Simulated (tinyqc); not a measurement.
Thin-body transistor below threshold, two-dimensional Poisson equation on a small mesh: one step of the calculation.

A thin body on a thick buried insulator of low permittivity, taken as carrying no normal field at the bottom of the body (row 0). Mobile charge is neglected (subthreshold), the body is fully depleted, and potentials are counted from the intrinsic level; rows run upward to the gate, columns from source to drain.

Task. Over-relaxation sweep (omega = 1.5). Free nodes: rows 0..1, columns 1..3, taken row by row from row 0, left to right. t = (up psi(above) + dn psi(below) + lat [psi(left) + psi(right)] + s)/(up + dn + 2 lat), with the newest neighbours; psi(new) = psi + 1.5 (t - psi).

psi after iteration 1 (V):

|  | j=0 | j=1 | j=2 | j=3 | j=4 |
|---|---|---|---|---|---|
| row 0 | 0.5500000 | 0.1427535 | 0.0607025 | 0.2879589 | 1.2500000 |
| row 1 | 0.5500000 | 0.1403788 | 0.0599103 | 0.2821237 | 1.2500000 |
| row 2 | 0.0400000 | 0.0400000 | 0.0400000 | 0.0400000 | 0.0400000 |

| row | up | dn | lat | s (V) |
|---|---|---|---|---|
| 0 | 19.305000 | 0 | 3.5454545 | 0 |
| 1 | 55 | 19.305000 | 7.9454545 | 0 |

Wanted: psi after iteration 2.

Result.

psi after iteration 2 (V):

|  | j=0 | j=1 | j=2 | j=3 | j=4 |
|---|---|---|---|---|---|
| row 0 | 0.5500 | 0.2057 | 0.1348 | 0.4445 | 1.2500 |
| row 1 | 0.5500 | 0.1130 | 0.1021 | 0.2169 | 1.2500 |
| row 2 | 0.0400 | 0.0400 | 0.0400 | 0.0400 | 0.0400 |

Program tinyqc, `OMP_NUM_THREADS=1 python tinyqc.py 2480004 2480005 out.jsonl`; Intel Xeon 2.30GHz, shared host, one thread, about 0.1 s.
